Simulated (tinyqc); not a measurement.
Inputs raised by 5 %, one at a time: thermal boundary conductance by the acoustic and diffuse mismatch models. Computed by tinyqc, a small Python program. Command: `OMP_NUM_THREADS=1 python tinyqc.py 3016408 3016409 out.jsonl kapitza sens`. One thread of a shared host (Intel(R) Xeon(R) Processor @ 2.30GHz), about 0.01 s of CPU time with the checks.

Each side has one longitudinal and two transverse Debye branches, omega = v q up to q_D = (6 pi^2 n)^(1/3), with n counting all atoms. Scattering at the interface is elastic. Electrons are left out of G, also for metals. Melting is ignored. G refers to the temperatures of the phonons sent towards the interface. Linear branches over all atoms overstate G at high T, most for crystals with several atoms a cell.

Inputs (values chosen for the exercise, modelled on silicon carbide (side 1) and sapphire (side 2)): density rho_1 = 3.2 g/cm^3; longitudinal velocity vL_1 = 12800 m/s; transverse velocity vT_1 = 7440 m/s; atom density n_1 = 93.8 1/nm^3; conductivity kappa_1 = 392 W/(m K); density rho_2 = 3.93 g/cm^3; longitudinal velocity vL_2 = 10600 m/s; transverse velocity vT_2 = 6500 m/s; atom density n_2 = 120 1/nm^3; conductivity kappa_2 = 35.1 W/(m K); temperature T = 77 K; thickness d_1 = 88 nm; thickness d_2 = 250 nm; heat flux J = 0.93 kW/cm^2.

Structure: superlattice.

Constants: hbar = 1.054571817e-34 J s; k_B = 1.380649e-23 J/K.

Method:
- omega_c = v q_D for each branch, given as hbar omega_c/k_B; impedance Z = rho v.
- No mode conversion. t(theta) = 4 Z_1 Z_2 cos(theta_1) cos(theta_2)/N^2, with N = Z_2 cos(theta_1) + Z_1 cos(theta_2) for L (the form for pressure waves) and N = Z_1 cos(theta_1) + Z_2 cos(theta_2) for both T branches (the form for shear waves polarised along the interface); sin(theta_2) = (v_2/v_1) sin(theta_1), and t = 0 beyond the critical angle arcsin(v_1/v_2); the mean over the incoming flux is alpha = 2 int t sin(theta_1) cos(theta_1) d theta_1 (64 Gauss-Legendre points).
- A phonon forgets its side and branch: alpha(1 to 2) = S_2/(S_1 + S_2), S_i = 1/vL_i^2 + 2/vT_i^2.
- G = (k_B^4 T^3/(8 pi^2 hbar^3)) int W(x) x^4 e^x/(e^x - 1)^2 dx, x = hbar omega/(k_B T). Acoustic mismatch: W = sum over the three branches of alpha(1 to 2)/v_1^2, each up to the lower of its two cut-offs. Diffuse mismatch: W = S_1 S_2/(S_1 + S_2), where S_i sums 1/v^2 over the branches of side i still below their cut-off. Radiation limit: W = min(S_1, S_2). The integral is split at the four cut-offs (64 Gauss-Legendre points a piece, x at most 45).
- Boundary resistance R = 1/G and Kapitza length kappa_2/G use the diffuse value.
- kappa_eff = (d_1 + d_2)/(d_1/kappa_1 + d_2/kappa_2 + 2 R), two interfaces a period, with bulk conductivities in the layers; the gradient is J/kappa_eff.

Runs; columns: (1) input moved; (2) from; (3) to; (4) G, acoustic mismatch (MW/(m^2 K)); (5) Kapitza length in side 2 (nm); (6) kappa_eff (W/(m K)); (7) diffuse alpha, 1 to 2:
```
(1)                                 (2)    (3)     (4)     (5)     (6)      (7)
base run                              -      -  188.32  314.05  13.391  0.57110
longitudinal velocity vL_1 (m/s)  12800  13440  185.48  316.50  13.317  0.57441
atom density n_1 (1/nm^3)          93.8  98.49  188.32  314.03  13.391  0.57110
longitudinal velocity vL_2 (m/s)  10600  11130  188.62  316.08  13.329  0.56746
transverse velocity vT_2 (m/s)     6500   6825  189.35  325.05  13.066  0.55103
atom density n_2 (1/nm^3)           120    126  188.44  313.89  13.395  0.57110
conductivity kappa_1 (W/(m K))      392  411.6  188.32  314.05  13.396  0.57110
thickness d_1 (nm)                   88   92.4  188.32  314.05  13.559  0.57110
```

Exponents ln(y'/y) / ln(x'/x):
```
input                       G, acoustic mismatch  Kapitza length in side 2  kappa_eff  diffuse alpha, 1 to 2
longitudinal velocity vL_1                -0.312                     0.159     -0.113                  0.118
atom density n_1                           0.000                    -0.001      0.001                  0.000
longitudinal velocity vL_2                 0.033                     0.132     -0.094                 -0.131
transverse velocity vT_2                   0.111                     0.706     -0.503                 -0.733
atom density n_2                           0.013                    -0.010      0.007                  0.000
conductivity kappa_1                       0.000                     0.000      0.009                  0.000
thickness d_1                              0.000                     0.000      0.256                  0.000
```

Among the inputs moved here: G, acoustic mismatch answers most in size to longitudinal velocity vL_1 (exponent -0.312), next to transverse velocity vT_2 (+0.111); its exponent is below 0.0005 for atom density n_1, conductivity kappa_1, thickness d_1. Kapitza length in side 2 answers most in size to transverse velocity vT_2 (exponent +0.706), next to longitudinal velocity vL_1 (+0.159); its exponent is below 0.0005 for conductivity kappa_1, thickness d_1. kappa_eff answers most in size to transverse velocity vT_2 (exponent -0.503), next to thickness d_1 (+0.256). Diffuse alpha, 1 to 2 answers most in size to transverse velocity vT_2 (exponent -0.733), next to longitudinal velocity vL_2 (-0.131); its exponent is below 0.0005 for atom density n_1, atom density n_2, conductivity kappa_1, thickness d_1.

Caution (all rows): kappa_2 is of room-temperature size, so the Kapitza length is only nominal at this T. Caution (all rows): the conductivities are of room-temperature size; at this T real values can differ much and free paths can be long. Caution (all rows): R from emitted-phonon temperatures is too large for use in series with Fourier layers, by up to a factor of about 2. Caution (all rows): layers this thin are often below the phonon free path, where bulk conductivities and independent interfaces no longer hold.
